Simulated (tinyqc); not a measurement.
Worked calculation: spin coating of a resist or spin-on film: centrifugal thinning, evaporation and the final thickness (Emslie and Meyerhofer models). Computed by tinyqc, a small Python program that keeps every step. Command: `OMP_NUM_THREADS=1 python tinyqc.py 3111744 3111745 out.jsonl spincoat walk`. One thread of a shared host (Intel(R) Xeon(R) Processor @ 2.30GHz), about 0.05 s of CPU time with the checks. Intermediate numbers are printed to about 6 digits and carried at full precision; extremes and crossings named in words are read from the listed rows.

A Newtonian film stays uniform over the wafer; solvent and solids have the same density and the concentration is uniform through the thickness.

Inputs (values chosen for the exercise, of the order of those of a polymer resist in an ester solvent):

| quantity | value | unit |
|---|---|---|
| solids volume fraction c0 | 0.22 | - |
| kinematic viscosity of the solvent nu_s | 2.1 | mm^2/s |
| viscosity constant k | 2300 | mm^2/s |
| viscosity exponent gamma | 2.5 | - |
| spin speed f | 1000 | rpm |
| evaporation rate at 1000 rpm e0 | 0.13 | micrometre/s |
| starting thickness h0 | 100 | micrometre |
| time t | 4.3 | s |
| wafer radius R | 100 | mm |
| shrinkage in the bake | 0.76 | % |

## Rates

omega = 2 pi f/60; nu(c) = nu_s + k c^gamma; evaporation rate e = e0 sqrt(f/1000 rpm). Flow constant K = 2 omega^2/(3 nu(c0)); Reynolds number of the air omega R^2/nu_air with nu_air = 15 mm^2/s.

omega = 104.720 1/s

nu(c0) = 54.3137 mm^2/s

evaporation rate e = 0.13 micrometre/s

flow constant K = 1.34604e-04 1/(micrometre^2 s)

Reynolds number of the air = 69813.2

## Thinning without evaporation

dh/dt = -K h^3 gives h = h0/sqrt(1 + 2 K h0^2 t); for long times h = 1/sqrt(2 K t).

h(t) without evaporation = 28.1988 micrometre

long-time form = 29.3916 micrometre

time 1/(2 K h0^2) = 0.371461 s

## The two-stage estimate

Meyerhofer estimate: flow rules until (1 - c0) K h^3 = e, then evaporation alone: h_w = (e/((1 - c0) K))^(1/3), dry film c0 h_w.

wet thickness h_w = 10.7382 micrometre

dry film, estimate = 2362.40 nm

drying time (1 - c0) h_w/e = 64.4291 s

## First explicit step of the full model

Solids s and liquid l per area start at s = c0 h0, l = (1 - c0) h0. With h = h0 and c = c0: Q = K h^3, K = 2 omega^2/(3 nu); one Euler step of length dt = 0.01 h0/Q for s and l, ds/dt = -c Q, dl/dt = -(1 - c) Q - e.

Q = 134.604 micrometre/s

dt = 0.00742922 s

s = 21.78 micrometre

l = 77.2190 micrometre

Q/e at the start = 1035.41

## The full model

Full model for solids s and liquid l per area, h = s + l, c = s/h: ds/dt = -c Q, dl/dt = -(1 - c) Q - e, Q = 2 omega^2 h^3/(3 nu(c)); integrated adaptively (relative tolerance 1e-9) until l = 0. Dry film = s at l = 0, before the bake; film after the bake = s x (1 - shrinkage).

time to dry = 83.3436 s

dry film = 2649.38 nm

film after the bake = 2629.24 nm

## Course in time

Times are fractions of the time to dry.

History:

| fraction | t (s) | h (micrometre) | c | nu (mm^2/s) | Q/e | s (nm) |
|---|---|---|---|---|---|---|
| 0.003 | 0.2500 | 77.2939 | 0.220082 | 54.363 | 4.77702e+02 | 17011.0 |
| 0.010 | 0.8334 | 55.4974 | 0.220343 | 54.518 | 1.76321e+02 | 12228.5 |
| 0.030 | 2.5003 | 35.9228 | 0.221457 | 55.183 | 4.72420e+01 | 7955.4 |
| 0.100 | 8.3344 | 20.5464 | 0.228134 | 59.274 | 8.22930e+00 | 4687.3 |
| 0.200 | 16.6687 | 14.5170 | 0.243257 | 69.226 | 2.48531e+00 | 3531.4 |
| 0.350 | 29.1703 | 10.6425 | 0.277760 | 95.619 | 7.08944e-01 | 2956.1 |
| 0.500 | 41.6718 | 8.3332 | 0.330324 | 146.338 | 2.22383e-01 | 2752.7 |
| 0.700 | 58.3406 | 5.9334 | 0.449507 | 313.679 | 3.74501e-02 | 2667.1 |
| 0.900 | 75.0093 | 3.7344 | 0.709784 | 978.309 | 2.99366e-03 | 2650.6 |

Q/e drops below 1 between t = 17 and 29 s, when c has risen from 0.22 to about 0.278; after that row the solids fall by a further 10 %. The full model gives 1.12 times the two-stage estimate.

## Spin curve

The formulas are those given above.

Dry film against speed:

| f (rpm) | full model (nm) | estimate (nm) | time to dry (s) |
|---|---|---|---|
| 500 | 3742.81 | 3340.94 | 165.892 |
| 1000 | 2649.38 | 2362.40 | 83.344 |
| 1500 | 2163.78 | 1928.89 | 55.649 |
| 2000 | 1874.10 | 1670.47 | 41.769 |
| 3000 | 1530.34 | 1363.93 | 27.868 |
| 4000 | 1325.36 | 1181.20 | 20.909 |
| 6000 | 1082.19 | 964.45 | 13.945 |

The full thickness goes as f^-0.499; the estimate as (e/omega^2)^(1/3) = f^(-1/2). The time to dry goes as f^-1.00. A thickness window of 1 % allows a speed error of about 2 %.

Checks made by the program: constant-viscosity run against c0 h0 exp(-int K h^2 dt) (relative difference 4e-06).
